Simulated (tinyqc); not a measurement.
RHF in the 6-31g basis, for H3-, spin multiplicity 1, step by step (part 1 of 2). The basis has no diffuse functions, so it cannot describe the extra electron: this is an exercise in the method, not the real anion. Computed by tinyqc, a small Python program that keeps every step (integrals from PySCF). Settings: charge = -1, multiplicity = 1, basis = 6-31g, energy threshold = 1e-09, iteration cap = 89, orthogonalisation = canonical, start = atomic densities, DIIS depth = 0, method = RHF. Command: `OMP_NUM_THREADS=1 python tinyqc.py 29078 29079 out.jsonl` (the two numbers bound the seeds that draw the settings). One thread of a shared host (Intel(R) Xeon(R) Processor @ 2.60GHz), about 0.2 s of CPU time with the checks. Later iterations appear only in the table of the cycle.

## One-electron integrals

Geometry (angstrom):
```
atom         x         y         z
H     0.000000  0.000000  0.000000
H     0.000000  0.000000  0.965000
H     0.000000  0.920000  0.483000
```

Basis 6-31g: exponents (1/bohr^2) and contraction coefficients of normalised primitives:
```
element  l (shell)   exponent  coefficient
H            s (1)  18.731137     0.033495
H            s (1)   2.825394     0.234727
H            s (1)   0.640122     0.813757
H            s (2)   0.161278     1.000000
```

Overlap, kinetic and nuclear-attraction integrals over the contracted functions; the nuclear repulsion is the sum of Za Zb / Rab.

nuclear repulsion = 1.56714659 hartree

overlap S:
```
          1H 1s     1H 2s     2H 1s     2H 2s     3H 1s     3H 2s
1H 1s  1.000000  0.658292  0.276474  0.425216  0.229008  0.396619
1H 2s  0.658292  1.000000  0.425216  0.764784  0.396619  0.732777
2H 1s  0.276474  0.425216  1.000000  0.658292  0.229287  0.396798
2H 2s  0.425216  0.764784  0.658292  1.000000  0.396798  0.732980
3H 1s  0.229008  0.396619  0.229287  0.396798  1.000000  0.658292
3H 2s  0.396619  0.732777  0.396798  0.732980  0.658292  1.000000
```

kinetic energy T (hartree):
```
          1H 1s     1H 2s     2H 1s     2H 2s     3H 1s     3H 2s
1H 1s  1.395678  0.259735  0.046734  0.118602  0.010299  0.103339
1H 2s  0.259735  0.241917  0.118602  0.151938  0.103339  0.140527
2H 1s  0.046734  0.118602  1.395678  0.259735  0.010494  0.103434
2H 2s  0.118602  0.151938  0.259735  0.241917  0.103434  0.140599
3H 1s  0.010299  0.103339  0.010494  0.103434  1.395678  0.259735
3H 2s  0.103339  0.140527  0.103434  0.140599  0.259735  0.241917
```

nuclear attraction V (hartree):
```
           1H 1s      1H 2s      2H 1s      2H 2s      3H 1s      3H 2s
1H 1s  -2.709030  -1.427989  -0.711078  -0.959523  -0.577440  -0.894200
1H 2s  -1.427989  -1.561627  -0.959588  -1.267598  -0.883789  -1.215234
2H 1s  -0.711078  -0.959588  -2.709255  -1.428125  -0.578207  -0.894666
2H 2s  -0.959523  -1.267598  -1.428125  -1.561746  -0.884191  -1.215564
3H 1s  -0.577440  -0.883789  -0.578207  -0.884191  -2.670872  -1.405260
3H 2s  -0.894200  -1.215234  -0.894666  -1.215564  -1.405260  -1.542623
```

core Hamiltonian H = T + V (hartree):
```
           1H 1s      1H 2s      2H 1s      2H 2s      3H 1s      3H 2s
1H 1s  -1.313352  -1.168253  -0.664344  -0.840921  -0.567140  -0.790860
1H 2s  -1.168253  -1.319710  -0.840986  -1.115660  -0.780450  -1.074707
2H 1s  -0.664344  -0.840986  -1.313576  -1.168390  -0.567713  -0.791233
2H 2s  -0.840921  -1.115660  -1.168390  -1.319829  -0.780757  -1.074965
3H 1s  -0.567140  -0.780450  -0.567713  -0.780757  -1.275194  -1.145524
3H 2s  -0.790860  -1.074707  -0.791233  -1.074965  -1.145524  -1.300706
```

## Two-electron integrals

Functions are numbered as in S; the eight-fold symmetry (ij|kl) = (ji|kl) = (kl|ij) leaves the list below.

Two-electron integrals (ij|kl) in chemists' order, unique and non-zero (hartree):
```
(11|11) 1.076566   (21|11) 0.578470   (21|21) 0.329423   (22|11) 0.587396
(22|21) 0.361304   (22|22) 0.453150   (31|11) 0.227362   (31|21) 0.132086
(31|22) 0.148700   (31|31) 0.071523   (32|11) 0.252927   (32|21) 0.156930
(32|22) 0.197839   (32|31) 0.091865   (32|32) 0.136348   (33|11) 0.536136
(33|21) 0.341854   (33|22) 0.449707   (33|31) 0.227362   (33|32) 0.364391
(33|33) 1.076566   (41|11) 0.364391   (41|21) 0.208715   (41|22) 0.231022
(41|31) 0.091865   (41|32) 0.112205   (41|33) 0.252927   (41|41) 0.136348
(42|11) 0.417556   (42|21) 0.259152   (42|22) 0.331677   (42|31) 0.121877
(42|32) 0.173527   (42|33) 0.417556   (42|41) 0.173527   (42|42) 0.265045
(43|11) 0.341854   (43|21) 0.216540   (43|22) 0.285093   (43|31) 0.132086
(43|32) 0.208715   (43|33) 0.578470   (43|41) 0.156930   (43|42) 0.259152
(43|43) 0.329423   (44|11) 0.449707   (44|21) 0.285093   (44|22) 0.383668
(44|31) 0.148700   (44|32) 0.231022   (44|33) 0.587396   (44|41) 0.197839
(44|42) 0.331677   (44|43) 0.361304   (44|44) 0.453150   (51|11) 0.182769
(51|21) 0.106929   (51|22) 0.121723   (51|31) 0.048153   (51|32) 0.059837
(51|33) 0.133366   (51|41) 0.070821   (51|42) 0.092982   (51|43) 0.083741
(51|44) 0.106927   (51|51) 0.048649   (52|11) 0.225259   (52|21) 0.140771
(52|22) 0.180178   (52|31) 0.065464   (52|32) 0.090718   (52|33) 0.209120
(52|41) 0.094657   (52|42) 0.142810   (52|43) 0.132138   (52|44) 0.173159
(52|51) 0.070089   (52|52) 0.118483   (53|11) 0.133480   (53|21) 0.083817
(53|22) 0.107037   (53|31) 0.048205   (53|32) 0.070911   (53|33) 0.183027
(53|41) 0.059895   (53|42) 0.093089   (53|43) 0.107075   (53|44) 0.121880
(53|51) 0.040796   (53|52) 0.066907   (53|53) 0.048770   (54|11) 0.209134
(54|21) 0.132154   (54|22) 0.173201   (54|31) 0.065490   (54|32) 0.094714
(54|33) 0.225427   (54|41) 0.090737   (54|42) 0.142869   (54|43) 0.140869
(54|44) 0.180287   (54|51) 0.066847   (54|52) 0.116740   (54|53) 0.070212
(54|54) 0.118591   (55|11) 0.501911   (55|21) 0.322573   (55|22) 0.433481
(55|31) 0.152403   (55|32) 0.219738   (55|33) 0.502115   (55|41) 0.219684
(55|42) 0.351461   (55|43) 0.322689   (55|44) 0.433583   (55|51) 0.182769
(55|52) 0.338535   (55|53) 0.183027   (55|54) 0.338697   (55|55) 1.076566
(61|11) 0.338535   (61|21) 0.194082   (61|22) 0.215136   (61|31) 0.081379
(61|32) 0.098379   (61|33) 0.217590   (61|41) 0.124877   (61|42) 0.157935
(61|43) 0.136737   (61|44) 0.176948   (61|51) 0.070089   (61|52) 0.095036
(61|53) 0.056437   (61|54) 0.089705   (61|55) 0.225259   (61|61) 0.118483
(62|11) 0.395606   (62|21) 0.245858   (62|22) 0.315625   (62|31) 0.107665
(62|32) 0.148991   (62|33) 0.346730   (62|41) 0.160868   (62|42) 0.241395
(62|43) 0.218677   (62|44) 0.290597   (62|51) 0.096588   (62|52) 0.154411
(62|53) 0.090146   (62|54) 0.150970   (62|55) 0.395606   (62|61) 0.154411
(62|62) 0.243324   (63|11) 0.217658   (63|21) 0.136783   (63|22) 0.177015
(63|31) 0.081410   (63|32) 0.124933   (63|33) 0.338697   (63|41) 0.098414
(63|42) 0.158000   (63|43) 0.194174   (63|44) 0.215235   (63|51) 0.056404
(63|52) 0.089728   (63|53) 0.070212   (63|54) 0.095139   (63|55) 0.225427
(63|61) 0.087970   (63|62) 0.139786   (63|63) 0.118591   (64|11) 0.346759
(64|21) 0.218700   (64|22) 0.290642   (64|31) 0.107687   (64|32) 0.160916
(64|33) 0.395745   (64|41) 0.149012   (64|42) 0.241452   (64|43) 0.245942
(64|44) 0.315726   (64|51) 0.090061   (64|52) 0.150952   (64|53) 0.096734
(64|54) 0.154528   (64|55) 0.395745   (64|61) 0.139747   (64|62) 0.232938
(64|63) 0.154528   (64|64) 0.243460   (65|11) 0.322573   (65|21) 0.205812
(65|22) 0.275781   (65|31) 0.096528   (65|32) 0.139233   (65|33) 0.322689
(65|41) 0.139203   (65|42) 0.222328   (65|43) 0.205877   (65|44) 0.275840
(65|51) 0.106929   (65|52) 0.194082   (65|53) 0.107075   (65|54) 0.194174
(65|55) 0.578470   (65|61) 0.140771   (65|62) 0.245858   (65|63) 0.140869
(65|64) 0.245942   (65|65) 0.329423   (66|11) 0.433481   (66|21) 0.275781
(66|22) 0.374435   (66|31) 0.125583   (66|32) 0.183592   (66|33) 0.433583
(66|41) 0.183567   (66|42) 0.297613   (66|43) 0.275840   (66|44) 0.374494
(66|51) 0.121723   (66|52) 0.215136   (66|53) 0.121880   (66|54) 0.215235
(66|55) 0.587396   (66|61) 0.180178   (66|62) 0.315625   (66|63) 0.180287
(66|64) 0.315726   (66|65) 0.361304   (66|66) 0.453150
```

## Orthogonalisation

S = U s U^T; canonical form X = U s^(-1/2), so that X^T S X = 1. Each column of U has its largest component positive (the first on a tie).

eigenvalues of S: 0.141827  0.160366  0.435296  0.816915  0.903867  3.541729

X:
```
               1          2          3          4          5         6
1H 1s   0.697288   0.400126   0.700654  -0.725036  -0.402628  0.180754
1H 2s  -1.740225  -0.930410  -0.519236  -0.290664  -0.157859  0.250797
2H 1s  -0.699409   0.396274   0.700380   0.727390  -0.399040  0.180789
2H 2s   1.745583  -0.921573  -0.519397   0.291296  -0.156291  0.250824
3H 1s   0.002223  -0.816741   0.732356  -0.002134   0.781114  0.174678
3H 2s  -0.005568   1.880575  -0.490016  -0.000994   0.354303  0.246306
```

## Starting guess

The start is atomic minimal-basis densities projected into this basis (PySCF's MINAO start) and scaled to the electron count of each spin; this density is not idempotent, so its energy is not variational and may lie below the converged one.

D at the start:
```
           1H 1s     1H 2s      2H 1s     2H 2s      3H 1s     3H 2s
1H 1s   0.362840  0.393392  -0.009856  0.002121  -0.010582  0.002754
1H 2s   0.393392  0.427488   0.002128  0.016722   0.001823  0.017977
2H 1s  -0.009856  0.002128   0.362842  0.393390  -0.010578  0.002756
2H 2s   0.002121  0.016722   0.393390  0.427478   0.001818  0.017968
3H 1s  -0.010582  0.001823  -0.010578  0.001818   0.362435  0.393674
3H 2s   0.002754  0.017977   0.002756  0.017968   0.393674  0.428757
```

## Iteration 1: building the Fock matrix

J_ij = sum D_kl (ij|kl), K_ij = sum D_kl (ik|jl); F = H + J - 0.5 K; E = tr D H + tr D J / 2 - 0.25 tr D K + E_nn.

Coulomb J (hartree):
```
          1H 1s     1H 2s     2H 1s     2H 2s     3H 1s     3H 2s
1H 1s  2.411083  1.460106  0.695576  0.978256  0.573816  0.913739
1H 2s  1.460106  1.807771  0.978311  1.448548  0.905349  1.389439
2H 1s  0.695576  0.978311  2.411294  1.460226  0.574526  0.914194
2H 2s  0.978256  1.448548  1.460226  1.807880  0.905749  1.389813
3H 1s  0.573816  0.905349  0.574526  0.905749  2.376400  1.440616
3H 2s  0.913739  1.389439  0.914194  1.389813  1.440616  1.790552
```

exchange K (hartree):
```
          1H 1s     1H 2s     2H 1s     2H 2s     3H 1s     3H 2s
1H 1s  1.280855  1.110224  0.707141  0.913201  0.627455  0.869341
1H 2s  1.110224  1.194075  0.913283  1.108859  0.855365  1.074495
2H 1s  0.707141  0.913283  1.281045  1.110419  0.627918  0.869689
2H 2s  0.913201  1.108859  1.110419  1.194266  0.855630  1.074707
3H 1s  0.627455  0.855365  0.627918  0.855630  1.247492  1.077170
3H 2s  0.869341  1.074495  0.869689  1.074707  1.077170  1.163092
```

Fock matrix F (hartree):
```
           1H 1s      1H 2s      2H 1s      2H 2s      3H 1s      3H 2s
1H 1s   0.457304  -0.263260  -0.322339  -0.319265  -0.307052  -0.311792
1H 2s  -0.263260  -0.108976  -0.319317  -0.221542  -0.302784  -0.222516
2H 1s  -0.322339  -0.319317   0.457196  -0.263373  -0.307146  -0.311883
2H 2s  -0.319265  -0.221542  -0.263373  -0.109082  -0.302824  -0.222505
3H 1s  -0.307052  -0.302784  -0.307146  -0.302824   0.477460  -0.243494
3H 2s  -0.311792  -0.222516  -0.311883  -0.222505  -0.243494  -0.091700
```

total energy of this density = -1.52629848 hartree

This density is the starting one; it is not idempotent, so its energy is not variational and may lie below the converged one.

## Iteration 1: diagonalisation and new density

Diagonalise F' = X^T F X, C = X C', fill 2 alpha and 2 beta electrons from the bottom; D = 2 C_occ C_occ^T. Each column has its largest component positive (the first on a tie).

F' = X^T F X (hartree):
```
           1          2          3          4          5          6
1   1.171449   0.000012   0.000181  -0.557672   0.000050   0.000013
2   0.000012   1.176683  -0.020868  -0.000058  -0.523940  -0.001568
3   0.000181  -0.020868   1.242853  -0.000060   0.004925  -0.079508
4  -0.557672  -0.000058  -0.000060   0.888659  -0.000010  -0.000044
5   0.000050  -0.523940   0.004925  -0.000010   0.785242   0.005501
6   0.000013  -0.001568  -0.079508  -0.000044   0.005501  -0.352755
```

orbital energies (hartree): MO1 -0.356736, MO2 0.421595, MO3 0.454736, MO4 1.245566, MO5 1.541599, MO6 1.605372

coefficients C:
```
            MO1        MO2        MO3        MO4        MO5        MO6
1H 1s  0.217312  -0.095008  -0.144050   0.726935   0.510304   0.995911
1H 2s  0.225508  -0.664495  -1.298006  -0.567988  -0.638372  -1.195241
2H 1s  0.217372  -0.094128   0.144541   0.727310   0.505072  -0.998335
2H 2s  0.225538  -0.658092   1.301919  -0.568761  -0.632077   1.198485
3H 1s  0.206914   0.183778  -0.000442   0.644892  -1.162578   0.003420
3H 2s  0.219837   1.359450  -0.004224  -0.424190   1.373500  -0.003940
```

D after iteration 1:
```
           1H 1s      1H 2s      2H 1s      2H 2s      3H 1s      3H 2s
1H 1s   0.112503   0.224277   0.112361   0.223073   0.055009  -0.162772
1H 2s   0.224277   0.984815   0.223133   0.976319  -0.150918  -1.707546
2H 1s   0.112361   0.223133   0.112221   0.221940   0.055357  -0.160352
2H 2s   0.223073   0.976319   0.221940   0.967905  -0.148552  -1.690124
3H 1s   0.055009  -0.150918   0.055357  -0.148552   0.153176   0.590649
3H 2s  -0.162772  -1.707546  -0.160352  -1.690124   0.590649   3.792865
```

## Iteration 2: building the Fock matrix

As before.

Coulomb J (hartree):
```
          1H 1s     1H 2s     2H 1s     2H 2s     3H 1s     3H 2s
1H 1s  2.051776  1.269837  0.596191  0.849980  0.504363  0.796005
1H 2s  1.269837  1.639828  0.849752  1.310184  0.836414  1.280516
2H 1s  0.596191  0.849752  2.050729  1.269321  0.504932  0.796144
2H 2s  0.849980  1.310184  1.269321  1.639452  0.836784  1.280764
3H 1s  0.504363  0.836414  0.504932  0.836784  2.243253  1.368347
3H 2s  0.796005  1.280516  0.796144  1.280764  1.368347  1.719898
```

exchange K (hartree):
```
          1H 1s     1H 2s     2H 1s     2H 2s     3H 1s     3H 2s
1H 1s  0.856471  0.798753  0.600077  0.710334  0.400612  0.575585
1H 2s  0.798753  0.911562  0.710081  0.867976  0.621060  0.791739
2H 1s  0.600077  0.710081  0.854576  0.797539  0.401809  0.576178
2H 2s  0.710334  0.867976  0.797539  0.910784  0.621912  0.792287
3H 1s  0.400612  0.621060  0.401809  0.621912  1.148775  0.999729
3H 2s  0.575585  0.791739  0.576178  0.792287  0.999729  1.057322
```

Fock matrix F (hartree):
```
           1H 1s      1H 2s      2H 1s      2H 2s      3H 1s      3H 2s
1H 1s   0.310189  -0.297793  -0.368191  -0.346108  -0.263083  -0.282648
1H 2s  -0.297793  -0.135663  -0.346274  -0.239465  -0.254566  -0.190060
2H 1s  -0.368191  -0.346274   0.309864  -0.297838  -0.263685  -0.283178
2H 2s  -0.346108  -0.239465  -0.297838  -0.135769  -0.254930  -0.190344
3H 1s  -0.263083  -0.254566  -0.263685  -0.254930   0.393672  -0.277042
3H 2s  -0.282648  -0.190060  -0.283178  -0.190344  -0.277042  -0.109469
```

total energy of this density = -1.30814801 hartree

## Iteration 2: diagonalisation and new density

As before.

F' = X^T F X (hartree):
```
           1          2          3          4          5          6
1   1.056322  -0.000019   0.000583  -0.479887   0.000047   0.000010
2  -0.000019   1.063938  -0.077378  -0.000061  -0.588245  -0.001881
3   0.000583  -0.077378   1.103287  -0.000356   0.044250  -0.118729
4  -0.479887  -0.000061  -0.000356   0.773830  -0.000055  -0.000395
5   0.000047  -0.588245   0.044250  -0.000055   0.531656   0.054966
6   0.000010  -0.001881  -0.118729  -0.000395   0.054966  -0.361565
```

orbital energies (hartree): MO1 -0.375713, MO2 0.155843, MO3 0.414834, MO4 1.091851, MO5 1.415319, MO6 1.465333

coefficients C:
```
            MO1        MO2        MO3        MO4        MO5        MO6
1H 1s  0.257718  -0.093315  -0.163019   0.793535  -0.995585   0.367555
1H 2s  0.245824  -0.624478  -1.275043  -0.681005   1.222698  -0.548689
2H 1s  0.257991  -0.092160   0.163345   0.795950   0.992833   0.369816
2H 2s  0.246033  -0.617870   1.279011  -0.684134  -1.219915  -0.551294
3H 1s  0.191170   0.235421  -0.000630   0.428509   0.000617  -1.252391
3H 2s  0.123321   1.329591  -0.004444  -0.177177  -0.001258   1.465767
```

D after iteration 2:
```
           1H 1s      1H 2s      2H 1s      2H 2s      3H 1s      3H 2s
1H 1s   0.150253   0.243254   0.150178   0.242128   0.054599  -0.184578
1H 2s   0.243254   0.900806   0.241945   0.892655  -0.200042  -1.599971
2H 1s   0.150178   0.241945   0.150106   0.240835   0.055248  -0.181439
2H 2s   0.242128   0.892655   0.240835   0.884591  -0.196850  -1.582345
3H 1s   0.054599  -0.200042   0.055248  -0.196850   0.183938   0.673177
3H 2s  -0.184578  -1.599971  -0.181439  -1.582345   0.673177   3.566039
```

## Iteration 3: building the Fock matrix

As before.

Coulomb J (hartree):
```
          1H 1s     1H 2s     2H 1s     2H 2s     3H 1s     3H 2s
1H 1s  2.095284  1.292135  0.609207  0.865705  0.514466  0.810626
1H 2s  1.292135  1.658564  0.865553  1.326414  0.850181  1.296182
2H 1s  0.609207  0.865553  2.094568  1.291786  0.515088  0.810861
2H 2s  0.865705  1.326414  1.291786  1.658315  0.850575  1.296482
3H 1s  0.514466  0.850181  0.515088  0.850575  2.282761  1.388944
3H 2s  0.810626  1.296182  0.810861  1.296482  1.388944  1.737893
```

exchange K (hartree):
```
          1H 1s     1H 2s     2H 1s     2H 2s     3H 1s     3H 2s
1H 1s  0.906506  0.819903  0.631837  0.728731  0.407641  0.589165
1H 2s  0.819903  0.908216  0.728702  0.865417  0.624751  0.790183
2H 1s  0.631837  0.728702  0.905224  0.819181  0.409237  0.590177
2H 2s  0.728731  0.865417  0.819181  0.907800  0.625793  0.790932
3H 1s  0.407641  0.624751  0.409237  0.625793  1.188697  1.014172
3H 2s  0.589165  0.790183  0.590177  0.790932  1.014172  1.054952
```

Fock matrix F (hartree):
```
           1H 1s      1H 2s      2H 1s      2H 2s      3H 1s      3H 2s
1H 1s   0.328679  -0.286070  -0.371056  -0.339582  -0.256494  -0.274817
1H 2s  -0.286070  -0.115254  -0.339784  -0.221955  -0.242644  -0.173617
2H 1s  -0.371056  -0.339784   0.328379  -0.286194  -0.257243  -0.275461
2H 2s  -0.339582  -0.221955  -0.286194  -0.115414  -0.243079  -0.173949
3H 1s  -0.256494  -0.242644  -0.257243  -0.243079   0.413219  -0.263667
3H 2s  -0.274817  -0.173617  -0.275461  -0.173949  -0.263667  -0.090289
```

total energy of this density = -1.31569465 hartree

## Iteration 3: diagonalisation and new density

As before.

F' = X^T F X (hartree):
```
           1          2          3          4          5          6
1   1.069418  -0.000054   0.000514  -0.487648   0.000053  -0.000003
2  -0.000054   1.083226  -0.078343  -0.000060  -0.590724  -0.006812
3   0.000514  -0.078343   1.119418  -0.000354   0.045748  -0.121610
4  -0.487648  -0.000060  -0.000354   0.801228  -0.000138  -0.000477
5   0.000053  -0.590724   0.045748  -0.000138   0.542804   0.058806
6  -0.000003  -0.006812  -0.121610  -0.000477   0.058806  -0.341218
```

orbital energies (hartree): MO1 -0.356334, MO2 0.167309, MO3 0.429574, MO4 1.108151, MO5 1.441073, MO6 1.485105

coefficients C:
```
            MO1        MO2        MO3        MO4        MO5        MO6
1H 1s  0.261619  -0.094068  -0.154112   0.793151  -0.997292   0.364641
1H 2s  0.243419  -0.622660  -1.285770  -0.683148   1.211836  -0.548231
2H 1s  0.261928  -0.092776   0.154443   0.795017   0.993962   0.369694
2H 2s  0.243831  -0.615440   1.290040  -0.685639  -1.207818  -0.554052
3H 1s  0.188152   0.237325  -0.000638   0.427203   0.002469  -1.252932
3H 2s  0.123828   1.327910  -0.004879  -0.175149  -0.003433   1.467486
```

D after iteration 3:
```
           1H 1s      1H 2s      2H 1s      2H 2s      3H 1s      3H 2s
1H 1s   0.154587   0.244512   0.154505   0.243368   0.053798  -0.185037
1H 2s   0.244512   0.893917   0.243052   0.885126  -0.203946  -1.593388
2H 1s   0.154505   0.243052   0.154427   0.241928   0.054528  -0.181527
2H 2s   0.243368   0.885126   0.241928   0.876439  -0.200364  -1.574110
3H 1s   0.053798  -0.203946   0.054528  -0.200364   0.183449   0.676890
3H 2s  -0.185037  -1.593388  -0.181527  -1.574110   0.676890   3.557357
```
